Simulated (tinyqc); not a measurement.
# Scale length and barrier from the threshold roll-off

Inverse problem. For L well above Lambda the threshold falls by 2 m sqrt(A (A + Vds)) exp(-pi L/(2 Lambda)), A being the height of the source potential over the barrier top; the two values follow this form. Find Lambda and A.

Values chosen for this exercise: long-channel body factor m = 1; drain voltage Vds = 0.7 V.

threshold lowering at L = 13 and 21 nm (mV): 65.954031  9.6235096

Solution. The ratio of the two values gives Lambda; the prefactor gives A (A + Vds), a quadratic with one positive root.

Lambda = 6.53 nm
A = 0.480 V

tinyqc, about 0.01 s, one thread, Intel Xeon 2.30GHz (shared host): `OMP_NUM_THREADS=1 python tinyqc.py 2420027 2420028 out.jsonl`
